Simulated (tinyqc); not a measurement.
# Trench capacitor in an array: capacitance, non-linearity, leakage and relaxation: capacitance, non-linearity and leakage against thickness

A film between two metal electrodes, each interface adding a series capacitance ci. The small-signal permittivity is ek (1 + aq E^2); the field is found with the linear permittivity. Leakage J = J0 sinh(E/Ef). After a voltage step the film passes a relaxation current kr C V tt^(-nr), tt being the time in seconds. The sidewall is a coaxial capacitor with radii a = dm/2 - t and b = dm/2, depth AR dm; the end face is left out.

Planar film: Cf = eps0 ek/t, 1/C = 1/Cf + 2/ci, EOT = 3.9 eps0/C, effective permittivity C t/eps0, E = (V/t) C/Cf; quadratic coefficient [C(V)/C - 1]/V^2 with Cf (1 + aq E^2) in C(V).

Parameters, values chosen for the exercise; permittivity of the order of that of silicon nitride: relative permittivity of the film ek = 7.75; capacitance of each electrode interface (dead layer and screening) ci = 1000 uF/cm^2; quadratic field coefficient of the permittivity aq = 0.0031 cm^2/MV^2; bias V = 1.7 V; leakage prefactor J0 = 1.2e-11 A/cm^2; field for an e-fold rise of the leakage Ef = 0.47 MV/cm.

Constants: eps0 = 8.8541878128e-14 F/cm where lengths are in cm. Results are converted to the units shown.

Result of one run:
```
C (uF/cm^2),EOT (nm),effective permittivity,E (MV/cm),quadratic coefficient (ppm/V^2),J (A/cm^2)
1.2445,2.7746,7.7307,3.0832,10171,4.2378e-9
```

Which film thickness t gave this result: 2.5, 5.5, 8.2, 12 or 27 nm?

t = 5.5 nm.

The whole series:
```
t (nm),C (uF/cm^2),EOT (nm),effective permittivity,E (MV/cm),quadratic coefficient (ppm/V^2),J (A/cm^2)
2.5,2.7298,1.2650,7.7077,6.7629,48754,1.0648e-5
3.7,1.8477,1.8688,7.7214,4.5776,22389,1.0186e-7
5.5,1.2445,2.7746,7.7307,3.0832,10171,4.2378e-9
8.2,0.83543,4.1334,7.7371,2.0697,4587.2,4.9041e-10
12,0.57118,6.0456,7.7411,1.4150,2145.4,1.2152e-10
18,0.38093,9.0650,7.7441,0.94372,954.60,4.3881e-11
27,0.25402,13.594,7.7461,0.62931,424.59,2.1318e-11
40,0.17149,20.136,7.7473,0.42485,193.55,1.2386e-11
60,0.11434,30.200,7.7482,0.28327,86.052,7.6783e-12
```

C falls from 2.73 to 0.114 uF/cm^2 while the effective permittivity goes from 7.71 to 7.75 (ek = 7.75). EOT is a straight line in t with slope 3.9/ek = 0.503 and intercept 0.00691 nm. The quadratic coefficient goes as t^(-1.99) between the first two rows and t^(-2.00) between the last two (-2 without interfaces), and J falls by 6.14 decades. For t = 2.5, 3.7 direct tunnelling, left out, would add to the leakage.

Computed by the program tinyqc: `OMP_NUM_THREADS=1 python tinyqc.py 2102063 2102064 out.jsonl`, one thread of a shared Intel Xeon 2.30GHz, about 0.01 s for the whole run.
